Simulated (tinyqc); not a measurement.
# Concentration-dependent dopant diffusion with charged defects and the built-in field, step by step

A worked calculation. Computed by tinyqc, a small Python program that keeps every step. Command: `OMP_NUM_THREADS=1 python tinyqc.py 3022936 3022937 out.jsonl extrinsic walk`. One thread of a shared host (Intel(R) Xeon(R) Processor @ 2.30GHz), about 0.06 s of CPU time with the checks. Intermediate numbers are printed to about 6 digits and carried at full precision; extremes and crossings named in words are read from the listed rows.

A constant source C_s feeds a half space. The dopant moves through neutral point defects and through charged ones, whose number grows with the majority carrier density n.

Inputs (values chosen for the exercise, modelled on phosphorus in silicon):
```
quantity                        value    unit
neutral prefactor D0x            3.39  cm^2/s
neutral activation energy E0     3.65      eV
singly charged prefactor D01     5.05  cm^2/s
activation energy E1             3.98      eV
doubly charged prefactor D02       38  cm^2/s
activation energy E2             4.36      eV
surface concentration C_s       7e+18  1/cm^3
junction level C_B            1.8e+16  1/cm^3
temperature T                    1100       C
time t                             32       s
```

Field enhancement: off.

Constants: k_B = 8.617333262e-05 eV/K.

## Intrinsic density and partial diffusivities

n_i = 3.87e16 T^1.5 exp(-7014/T) per cm^3 (T in kelvin, an empirical form); each D = prefactor x exp(-E/(k_B T)); the intrinsic diffusivity D_i is their sum. Temperatures in kelvin are T(C) + 273.15.

n_i = 1.19104e+19 1/cm^3

partial diffusivities (cm^2/s): Dx 1.36099e-13, D1 1.24672e-14, D2 3.78072e-15

intrinsic diffusivity D_i = 1.52347e-13 cm^2/s

## Diffusivity at the surface

n = C/2 + sqrt(C^2/4 + n_i^2); D(C) = h [Dx + D1 (n/n_i) + D2 (n/n_i)^2], h = 1.

n/n_i = 1.33614

field factor h = 1

surface diffusivity D_s = 1.59507e-13 cm^2/s

enhancement D_s/D_i = 1.04700

C_s is 0.588 times n_i: D_s stays within a factor 1.5 of D_i.

## Similarity solution

With y = x/sqrt(D_s t), u = C/C_s and q = -(D/D_s) du/dy: du/dy = -q D_s/D, dq/dy = -(y/2) q D_s/D, u(0) = 1. The surface flux q(0) is shot so that u tends to 0 (LSODA, an adaptive multistep solver, relative tolerance 1e-10). Dose Q = 2 q(0) C_s sqrt(D_s t). The junction lies where C = C_B.

surface flux q(0) = 0.559182

dose Q = 1.76867e+13 1/cm^2

junction in units of sqrt(D_s t) = 4.18139

junction depth x_j = 94.4682 nm

For a constant D, q(0) = 1/sqrt(pi) = 0.5642; for D proportional to C it tends to 0.444, with the front at y = 1.616.

## Where the concentration falls to given levels

For comparison, erfc profiles with a constant D: x = 2 sqrt(D t) erfc^-1(C/C_s), with D = D_i and D = D_s.

Depth (nm):
```
C/C_s        D/D_s     full  erfc with D_i  erfc with D_s
8.00e-01  0.989687    8.126          7.911          8.095
5.00e-01  0.975500   21.479         21.061         21.550
2.00e-01  0.962797   40.509         40.017         40.946
1.00e-01  0.958879   51.834         51.361         52.554
3.00e-02  0.956227   68.180         67.762         69.336
1.00e-02  0.955483   80.804         80.431         82.299
1.00e-03  0.955150  103.054        102.748        105.134
1.00e-04  0.955117  121.750        121.485        124.307
```

The depth between C/C_s = 0.1 and 1e-4 spans 69.9 nm in the full profile, against 70.1 nm for D_i and 71.8 nm for D_s; the ratio of the depths at 1e-4 and at 0.5 is 5.67, against 5.77 for any erfc. The profile stays close to an erfc.

Checks made by the program: dose from the flux against the area under the profile (relative difference 3e-07).
